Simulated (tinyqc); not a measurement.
Van der Pauw, Hall and four-point-probe measurements on a doped layer: correction factor against the shape of the sample.

A uniform n-type layer with sheet resistance Rs = 1/(q ns mu), point contacts, low field (mu B small).

Rs = 1/(q ns mu). For a rectangle with contacts at the corners, RA = (8 Rs/pi) sum_(k>=0) ln coth((2k + 1) pi a/(2 b)) with current along a short side b and voltage along the opposite one, RB the same with a and b exchanged. ar = a/b. F = Rs/[(pi/ln 2)(RA + RB)/2]; small-asymmetry estimate 1 - (ln 2/2) d^2 - ((ln 2)^2/4 - (ln 2)^3/12) d^4 with d = (RB - RA)/(RB + RA).

Values chosen for this exercise: sheet density of the layer ns = 1.9e13 cm^-2; drift mobility mu = 1100 cm^2/(V s).

Constants: q = 1.602176634e-19 C. Results are converted to the units shown.

Correction factor against the shape of the sample:

| ar | RA (ohm) | RB (ohm) | RB/RA | F | estimate of F |
|---|---|---|---|---|---|
| 1 | 65.89 | 65.89 | 1.000 | 1.000 | 1.000 |
| 1.23 | 31.93 | 119.2 | 3.734 | 0.8718 | 0.8741 |
| 1.46 | 15.49 | 180.1 | 11.62 | 0.6738 | 0.7082 |
| 1.69 | 7.522 | 244.9 | 32.55 | 0.5221 | 0.6213 |
| 1.91 | 3.768 | 308.7 | 81.92 | 0.4217 | 0.5862 |
| 2.14 | 1.830 | 376.4 | 205.8 | 0.3484 | 0.5713 |
| 2.37 | 0.8883 | 444.7 | 500.6 | 0.2958 | 0.5653 |
| 2.6 | 0.4313 | 513.1 | 1190 | 0.2566 | 0.5628 |

What does the comparison show?

RB/RA rises from 1.00 to 1190 and F falls from 1.00 to 0.257. The estimate is 5.1 % above F at a/b = 1.46 and 2.19 times it in the last row. RA shrinks about as exp(-pi a/b): by a factor of 2.06 between the last two rows, against 2.06.

Numbers from tinyqc (`OMP_NUM_THREADS=1 python tinyqc.py 2850220 2850221 out.jsonl`; about 0.04 s on one thread of a shared Intel Xeon 2.30GHz).
